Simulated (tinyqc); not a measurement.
Fermi velocity from one capacitance.

Question. At zero temperature and without traps graphene has Cq = 2 q^3 phi/(pi hbar^2 vF^2), charge Cq phi/2, 1/C_G = 1/Cox + 1/Cq and Vg = phi + Cq phi/(2 Cox). Find Cq, phi, vF and n.

Constants: q = 1.602176634e-19 C, hbar = 1.054571817e-34 J s. Results are converted to the units shown.

Vg = 1.4957965 V
C_G = 1.0061603 uF/cm^2
Cox = 1.1541511 uF/cm^2

Answer. The series relation gives Cq, the voltage relation phi = Vg/(1 + Cq/(2 Cox)), and the formula for Cq then vF.

Cq = 7.847 uF/cm^2
phi = 0.3400 V
vF = 1.010e6 m/s
n = 8.326e12 cm^-2

tinyqc, about 0.01 s, one thread, Intel Xeon 2.30GHz (shared host): `OMP_NUM_THREADS=1 python tinyqc.py 2200117 2200118 out.jsonl`
